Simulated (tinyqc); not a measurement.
Inside a calculation. Model: energy and delay of logic against supply voltage.

Program tinyqc, `OMP_NUM_THREADS=1 python tinyqc.py 2082068 2082069 out.jsonl`; Intel Xeon 2.30GHz, shared host, one thread, about 0.01 s. Printed values are rounded.

One expression serves below and above threshold: I(Vg) = Ik [ln(1 + exp((Vg - VT + dd V)/(al nf Vt)))]^al, with I_on = I(V) and I_off = I(0). Gate delay td = kd C V/I_on, clock period LD td. Per gate and cycle the switching energy is act C V^2 and the leakage energy I_off V LD td. No short-circuit current, no variation. Minima are sought above 0.09 V; below a few Vt gates no longer switch and the model has no meaning.

Inputs (values chosen for the exercise); values of the order met in logic technologies:

| symbol | value | unit | meaning |
|---|---|---|---|
| T | 300 | K | temperature |
| VT | 0.33 | V | threshold voltage at zero drain bias |
| nf | 1.36 |  | slope factor |
| dd | 0.06 |  | barrier lowering per volt of supply |
| Ik | 2 | uA | specific current of a gate |
| al | 1.71 |  | exponent of the current law |
| C | 0.89 | fF | load capacitance of a gate |
| kd | 1.1 |  | delay factor |
| LD | 30 |  | logic depth |
| act | 0.02 |  | activity factor |
| V | 1.03 | V | supply voltage |

Constants: q = 1.602176634e-19 C, kB = 1.380649e-23 J/K, Vt = kB T/q. Results are converted to the units shown.

## Currents, delay and energies

I_on, I_off, td, clock frequency 1/(LD td), both energies and their sum.

I_on = 153.7582 uA
I_off = 0.9634924 nA
td = 6.558153 ps
clock frequency = 5.082732 GHz
switching energy = 18.88402 aJ
leakage energy = 0.1952488 aJ
energy = 19.07927 aJ

I_on/I_off = 1.60e5; leakage makes up 1.02 % of the energy.

## Starting value

V = 0.38 V.

V at the start = 0.38 V

## Iteration 1: new V

Minimum-energy supply: E(V) is the energy per gate and cycle; with h = 0.001 V, E' = (E(V + h) - E(V - h))/(2 h), E'' = (E(V - h) - 2 E(V) + E(V + h))/h^2, V(new) = V - E'/E''.

E' = 10.44421 aJ/V
E'' = 86.55763 aJ/V^2
V after iteration 1 = 0.2593381 V

## Iteration 2: new V

As before.

E' = -17.54871 aJ/V
E'' = 520.6012 aJ/V^2
V after iteration 2 = 0.2930466 V

## Course of the iteration

Stop when the step is below 1e-9 V, or after 40 iterations.

Course of the iteration:

| iteration | V before the step (V) | step (V) |
|---|---|---|
| 1 | 0.38 | -0.121 |
| 2 | 0.2593381 | 0.0337 |
| 3 | 0.2930466 | 0.0132 |
| 4 | 0.3062871 | 1.65e-3 |
| 5 | 0.3079348 | 2.22e-5 |
| 6 | 0.3079570 | 3.43e-9 |
| 7 | 0.3079571 | -8.43e-14 |

Converged in 7 iterations. There leakage makes up 31.9 % of the energy and the clock runs at 110 MHz.
